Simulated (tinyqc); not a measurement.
Switching kinetics of a ferroelectric film and the memory window of a ferroelectric gate stack: one step, computed by the program tinyqc. Command: `OMP_NUM_THREADS=1 python tinyqc.py 3018981 3018982 out.jsonl feswitch walk`. One thread of a shared host (Intel(R) Xeon(R) Processor @ 2.30GHz), about 0.02 s of CPU time with the checks.

Fields in MV/cm; 1 microcoulomb/cm^2 over eps_0 is 11.29409 MV/cm. In the stack (metal, ferroelectric, interlayer, channel) the channel is taken as a conductor.

Question. Fields in the stack. Series stack: V = E_F t_F + E_I t_I and eps_I E_I = eps_F E_F + (1 - s) P/eps_0. Before switching P = -P_r, after it P = +P_s; in retention V = 0 and P = +P_r.

Inputs (values chosen for the exercise, for a model film):

| quantity | value | unit |
|---|---|---|
| saturation polarisation P_s | 24 | microcoulomb/cm^2 |
| ratio P_r/P_s | 0.8 | - |
| coercive field E_c | 1.6 | MV/cm |
| permittivity of the ferroelectric eps_F | 33 | - |
| thickness t_F | 18 | nm |
| permittivity of the interlayer eps_I | 7.5 | - |
| interlayer thickness t_I | 0.53 | nm |
| share s of P screened by trapped charge | 0.9 | - |
| pulse height V | 5.5 | V |
| breakdown field of the interlayer | 12 | MV/cm |

Give: E_F before switching; E_F after switching; E_I after switching; depolarising field in retention; depolarising field over E_c.

Answer.

E_F before switching = 2.780 MV/cm

E_F after switching = 2.611 MV/cm

E_I after switching = 15.10 MV/cm

depolarising field in retention = 0.07537 MV/cm

depolarising field over E_c = 0.04711

Caution: the interlayer field exceeds its breakdown field, so charge injection would change the fields.
